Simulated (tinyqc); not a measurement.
What grading buys: minority-electron transport through the base of a bipolar transistor (Moll-Ross and Kroemer integrals). Computed by tinyqc, a small Python program. Command: `OMP_NUM_THREADS=1 python tinyqc.py 3018639 3018640 out.jsonl base walk`. One thread of a shared host (Intel(R) Xeon(R) Processor @ 2.30GHz), about 0.01 s of CPU time with the checks.

Low injection, one dimension, x from the emitter edge (0) to the collector edge (W), s = x/W. Recombination is treated as a small correction (valid for tau_B well below tau_n), computed from the stored charge.

Inputs (values chosen for the exercise, modelled on GaAs):

| quantity | value | unit |
|---|---|---|
| base doping at the emitter edge N_0 | 1.1e+19 | 1/cm^3 |
| base width W | 57 | nm |
| mu_min | 1200 | cm^2/(V s) |
| mu_max | 6720 | cm^2/(V s) |
| N_ref | 1.2e+17 | 1/cm^3 |
| saturation velocity v_s | 1 | 1e7 cm/s |
| temperature T | 300 | K |

Base doping profile: uniform. Gap grading: none. Exit of the base: infinite sink.

Constants: k_B = 8.617333262e-05 eV/K.

Method. N(x) = N_0; n_i(x)^2 = n_i^2 exp(s dE_g/k_B T); D(x) = (k_B T/e) mu, mu = mu_min + (mu_max - mu_min)/(1 + (N/N_ref)^0.7). With y(x) = N n_i^2/(D n_i(x)^2): base Gummel number G_B = int_0^W y dx; J_C = e n_i^2 exp(e V_BE/k_B T)/G_B; n(x) = (J_C/e)(n_i(x)^2/(N n_i^2)) [int_x^W y dx]; transit time tau_B = (e/J_C) int n dx; trapezoid rule on 401 even points.

The same base with other gradings:

| dE_g (meV) | dE_g/k_B T | G_B (s/cm^4) | J_C gain | tau_B (ps) | speed gain |
|---|---|---|---|---|---|
| 0 | 0.000 | 1.7031e+12 | 1.000 | 0.44126 | 1.0000 |
| 25 | 0.967 | 1.0915e+12 | 1.560 | 0.32770 | 1.3465 |
| 50 | 1.934 | 7.5328e+11 | 2.261 | 0.25448 | 1.7340 |
| 75 | 2.901 | 5.5479e+11 | 3.070 | 0.20511 | 2.1514 |
| 100 | 3.868 | 4.3109e+11 | 3.951 | 0.17040 | 2.5895 |
| 150 | 5.802 | 2.9264e+11 | 5.820 | 0.12597 | 3.5030 |
| 200 | 7.736 | 2.2005e+11 | 7.739 | 0.09934 | 4.4420 |
| 300 | 11.605 | 1.4677e+11 | 11.604 | 0.06950 | 6.3490 |

At 100 meV J_C rises by a factor 3.95 and the transit is 2.59 times faster; at 300 meV the factors are 11.60 and 6.35. For a uniform base without exit term both tend to be linear in dE_g/k_B T, J_C as x/(1 - exp(-x)) and the speed as x/2. From 0 meV on the mean velocity W/tau_B exceeds v_s, so those speed gains are overstated.
